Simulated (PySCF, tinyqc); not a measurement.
Inside a calculation. Method: CIS on RHF in the sto-3g basis, for BeH+, spin multiplicity 1. The lowest restricted solution is unstable here: a spin-polarised one lies 0.0259 hartree lower (PySCF). One step of it, computed by the program tinyqc.

Task: Integrals over molecular orbitals. (pq|rs) = sum C_ip C_jq C_kr C_ls (ij|kl), one index at a time.

coefficients C:
```
,MO1,MO2,MO3,MO4,MO5,MO6
1Be 1s,0.993058,-0.208701,-0.196166,0.000000,0.000000,-0.080368
1Be 2s,0.025731,0.709888,0.716713,0.000000,0.000000,0.341674
1Be 2px,0.000000,0.000000,0.000000,0.780916,-0.624637,0.000000
1Be 2py,0.000000,0.000000,0.000000,0.624637,0.780916,0.000000
1Be 2pz,-0.002029,0.230852,-0.533255,0.000000,0.000000,0.875171
2H 1s,-0.002556,0.502521,-0.482332,0.000000,0.000000,-0.822936
```

core Hamiltonian H = T + V (hartree), lower triangle:
```
,1Be 1s,1Be 2s,1Be 2px,1Be 2py,1Be 2pz,2H 1s
1Be 1s,-8.126010
1Be 2s,-1.999445,-2.359102
1Be 2px,0.000000,0.000000,-1.873503
1Be 2py,0.000000,0.000000,0.000000,-1.873503
1Be 2pz,-0.007736,-0.080452,0.000000,0.000000,-1.925656
2H 1s,-0.113298,-0.470488,0.000000,0.000000,-0.587455,-1.501846
```

Two-electron integrals (ij|kl) in chemists' order, unique and non-zero (hartree):
```
i,j,k,l,(ij|kl)
1,1,1,1,2.298831
2,1,1,1,0.392036
2,1,2,1,0.079539
2,2,1,1,0.570988
2,2,2,1,0.143041
2,2,2,2,0.417683
3,1,3,1,0.014607
3,2,3,1,0.021888
3,2,3,2,0.092265
3,3,1,1,0.569578
3,3,2,1,0.143083
3,3,2,2,0.417589
3,3,3,3,0.449859
4,1,4,1,0.014607
4,2,4,1,0.021888
4,2,4,2,0.092265
4,3,4,3,0.024249
4,4,1,1,0.569578
4,4,2,1,0.143083
4,4,2,2,0.417589
4,4,3,3,0.401360
4,4,4,4,0.449859
5,1,5,1,0.014607
5,2,5,1,0.021888
5,2,5,2,0.092265
5,3,5,3,0.024249
5,4,5,4,0.024249
5,5,1,1,0.569578
5,5,2,1,0.143083
5,5,2,2,0.417589
5,5,3,3,0.401360
5,5,4,4,0.401360
5,5,5,5,0.449859
6,1,1,1,0.021386
6,1,2,1,0.004345
6,1,2,2,0.007911
6,1,3,3,0.007859
6,1,4,4,0.007859
6,1,5,1,0.000417
6,1,5,2,0.000784
6,1,5,5,0.008020
6,1,6,1,0.000251
6,2,1,1,0.083109
6,2,2,1,0.021291
6,2,2,2,0.072244
6,2,3,3,0.069211
6,2,4,4,0.069211
6,2,5,1,0.002686
6,2,5,2,0.019412
6,2,5,5,0.078230
6,2,6,1,0.001297
6,2,6,2,0.023350
6,3,3,1,0.001475
6,3,3,2,0.007857
6,3,5,3,0.002963
6,3,6,3,0.001544
6,4,4,1,0.001475
6,4,4,2,0.007857
6,4,5,4,0.002963
6,4,6,4,0.001544
6,5,1,1,0.102855
6,5,2,1,0.026558
6,5,2,2,0.093442
6,5,3,3,0.088239
6,5,4,4,0.088239
6,5,5,1,0.004161
6,5,5,2,0.029544
6,5,5,5,0.103740
6,5,6,1,0.001656
6,5,6,2,0.033388
6,5,6,5,0.048332
6,6,1,1,0.258792
6,6,2,1,0.067141
6,6,2,2,0.254196
6,6,3,3,0.238929
6,6,4,4,0.238929
6,6,5,1,0.007684
6,6,5,2,0.076028
6,6,5,5,0.284302
6,6,6,1,0.004081
6,6,6,2,0.115211
6,6,6,5,0.171433
6,6,6,6,0.774606
```

Give: one-electron integrals over orbitals h = C^T H C; Two-electron integrals over orbitals.

Result:

one-electron integrals over orbitals h = C^T H C (hartree), lower triangle:
```
,1,2,3,4,5,6
1,-8.1167
2,0.1821,-1.9060
3,0.1874,-0.1235,-1.7977
4,0.0000,0.0000,0.0000,-1.8735
5,0.0000,0.0000,0.0000,0.0000,-1.8735
6,0.0486,-0.2422,0.1337,0.0000,0.0000,-1.6613
```

Two-electron integrals over orbitals (pq|rs), unique and non-zero (hartree):
```
p,q,r,s,(pq|rs)
1,1,1,1,2.2759
2,1,1,1,-0.1795
2,1,2,1,0.0232
2,2,1,1,0.4457
2,2,2,1,-0.0026
2,2,2,2,0.4240
3,1,1,1,-0.1691
3,1,2,1,0.0189
3,1,2,2,-0.0121
3,1,3,1,0.0245
3,2,1,1,0.1009
3,2,2,1,-0.0058
3,2,2,2,-0.0593
3,2,3,1,0.0010
3,2,3,2,0.0839
3,3,1,1,0.4929
3,3,2,1,-0.0095
3,3,2,2,0.3359
3,3,3,1,0.0010
3,3,3,2,0.0202
3,3,3,3,0.3999
4,1,4,1,0.0156
4,2,4,1,0.0148
4,2,4,2,0.0483
4,3,4,1,0.0135
4,3,4,2,0.0369
4,3,4,3,0.0454
4,4,1,1,0.5692
4,4,2,1,-0.0063
4,4,2,2,0.3428
4,4,3,1,-0.0060
4,4,3,2,0.0549
4,4,3,3,0.3649
4,4,4,4,0.4499
5,1,5,1,0.0156
5,2,5,1,0.0148
5,2,5,2,0.0483
5,3,5,1,0.0135
5,3,5,2,0.0369
5,3,5,3,0.0454
5,4,5,4,0.0242
5,5,1,1,0.5692
5,5,2,1,-0.0063
5,5,2,2,0.3428
5,5,3,1,-0.0060
5,5,3,2,0.0549
5,5,3,3,0.3649
5,5,4,4,0.4014
5,5,5,5,0.4499
6,1,1,1,-0.0656
6,1,2,1,0.0115
6,1,2,2,0.0082
6,1,3,1,0.0006
6,1,3,2,-0.0081
6,1,3,3,-0.0127
6,1,4,4,-0.0017
6,1,5,5,-0.0017
6,1,6,1,0.0143
6,2,1,1,0.1288
6,2,2,1,-0.0007
6,2,2,2,-0.0039
6,2,3,1,-0.0086
6,2,3,2,0.0596
6,2,3,3,-0.0113
6,2,4,4,0.0693
6,2,5,5,0.0693
6,2,6,1,0.0072
6,2,6,2,0.1090
6,3,1,1,-0.0926
6,3,2,1,0.0035
6,3,2,2,0.0558
6,3,3,1,-0.0047
6,3,3,2,-0.0821
6,3,3,3,-0.0346
6,3,4,4,-0.0482
6,3,5,5,-0.0482
6,3,6,1,0.0089
6,3,6,2,-0.0621
6,3,6,3,0.0993
6,4,4,1,0.0056
6,4,4,2,0.0218
6,4,4,3,0.0038
6,4,6,4,0.0208
6,5,5,1,0.0056
6,5,5,2,0.0218
6,5,5,3,0.0038
6,5,6,5,0.0208
6,6,1,1,0.4791
6,6,2,1,-0.0028
6,6,2,2,0.4295
6,6,3,1,-0.0105
6,6,3,2,-0.0601
6,6,3,3,0.3663
6,6,4,4,0.3488
6,6,5,5,0.3488
6,6,6,1,0.0066
6,6,6,2,-0.0206
6,6,6,3,0.0519
6,6,6,6,0.4597
```
